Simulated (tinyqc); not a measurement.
Metal gate on a two-layer dielectric stack with fixed charge and a dipole: one step of the calculation.

Gate, layer 2, layer 1, p-type semiconductor; x runs from the gate inwards. Charges are counted in units of +q. psi is the band bending at the surface, positive towards inversion. Classical charge, Boltzmann statistics, no interface traps.

Task. Flat-band voltage, term by term. EOT = 3.9 (t1/e1 + t2/e2), Cox = eps0/(t1/e1 + t2/e2); phi_ms = pM - (chi + Eg - Vt ln(Nv/Na)). Vfb = phi_ms + Vd - (q/eps0) [Q1 (t1/e1 + t2/e2) + Q2 t2/e2 + r1 (t1^2/(2 e1) + t1 t2/e2) + r2 t2^2/(2 e2)]: each charge counts with its electrical distance from the gate.

Inputs (values chosen for the exercise); band and dielectric values close to those of silicon, layer 1 close to silicon dioxide, layer 2 close to hafnium oxide: temperature T = 300 K; band gap Eg = 1.14 eV; valence-band density of states at T Nv = 2.62e19 cm^-3; electron affinity chi = 3.98 eV; acceptor density Na = 1.8e17 cm^-3; work function of the gate metal pM = 4.4 eV; thickness of layer 1, next to the semiconductor t1 = 0.5 nm; relative permittivity of layer 1 e1 = 3.93; thickness of layer 2, next to the gate t2 = 1.8 nm; relative permittivity of layer 2 e2 = 21.4; fixed charge at the semiconductor interface Q1 = 8.7e11 cm^-2; fixed charge between the layers Q2 = 3.5e11 cm^-2; uniform charge density in layer 1 r1 = 0 cm^-3; uniform charge density in layer 2 r2 = 6.9e18 cm^-3; flat-band shift by a dipole layer between the layers Vd = 0 V.

Constants: q = 1.602176634e-19 C, kB = 1.380649e-23 J/K, Vt = kB T/q, eps0 = 8.8541878128e-14 F/cm where lengths are in cm. Results are converted to the units shown.

Give: terms; Vfb.

Result.

terms (V): phi_ms -0.5912, dipole 0.0000, Q1 -0.0333, Q2 -0.0053, r1 0.0000, r2 -0.0095
Vfb = -0.6393 V

Apart from phi_ms the largest term is that of Q1, -33.3 mV; all charges and the dipole together move Vfb by -48.0 mV.

Program tinyqc, `OMP_NUM_THREADS=1 python tinyqc.py 2010038 2010039 out.jsonl`; Intel Xeon 2.30GHz, shared host, one thread, about 0.01 s.
